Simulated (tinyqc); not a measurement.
Surface photovoltage measurement of the minority-carrier diffusion length in a wafer: one step, computed by the program tinyqc. Command: `OMP_NUM_THREADS=1 python tinyqc.py 3130456 3130457 out.jsonl spv walk`. One thread of a shared host (Intel(R) Xeon(R) Processor @ 2.30GHz), about 0.01 s of CPU time with the checks.

Low injection, steady light, a depletion layer much thinner than 1/alpha and L. The excess density dn is taken at the front edge of the neutral region; light that reaches the back is lost.

Question. The linear plot. alpha = (84.732/lambda - 76.417)^2 per cm with lambda in micrometre (an empirical fit for silicon between 0.7 and 1.05 micrometre). Thick wafer: dn = Phi L/((S_f + D/L)(L + 1/alpha)). Finite wafer, with s = S_b L/D, w = W/L, a = alpha L: dn = [Phi a/(a^2 - 1)] [a - B - exp(-alpha W)(a - s)/(cosh w + s sinh w)]/(S_f + B D/L), B = (sinh w + s cosh w)/(cosh w + s sinh w). Readings y = (Phi/dn) (1 + noise x g) at 780, 830, 880, 920, 950, 975 and 995 nm; a least-squares line y = c (1/alpha + L_app) gives L_app = intercept/slope.

Inputs (values chosen for the exercise, modelled on p-type silicon at room temperature):

| quantity | value | unit |
|---|---|---|
| diffusion length L | 95 | micrometre |
| wafer thickness W | 775 | micrometre |
| diffusivity D | 29.4 | cm^2/s |
| front recombination velocity S_f | 240 | cm/s |
| back recombination velocity S_b | 260000 | cm/s |
| photon flux entering | 2.8e+13 | 1/(cm^2 s) |
| relative noise of each reading | 0.2 | % |

normal deviates g for the noise: 1.71  -1.61  0.21  0.17  -0.76  -0.25  0.57

Give: the table «Readings» with the columns 1/alpha (micrometre), y (cm/s), line (cm/s), for lambda (nm) = 780, 830, 880, 920, 950, 975, 995; slope; apparent length L_app; error of L_app (rounded to 0.001).

Answer.

Readings:

| lambda (nm) | 1/alpha (micrometre) | y (cm/s) | line (cm/s) |
|---|---|---|---|
| 780 | 9.6 | 3686 | 3672 |
| 830 | 15.2 | 3855 | 3866 |
| 880 | 25.3 | 4226 | 4223 |
| 920 | 40.7 | 4764 | 4762 |
| 950 | 61.3 | 5477 | 5486 |
| 975 | 90.9 | 6523 | 6527 |
| 995 | 130.9 | 7938 | 7932 |

slope = 35.13 cm/(s micrometre)

apparent length L_app = 94.87 micrometre

error of L_app (rounded to 0.001) = -0.136 %

At W/L = 8.2 the finite thickness shifts L_app by less than 0.05 %. S_f scales all readings alike and leaves L_app unchanged.
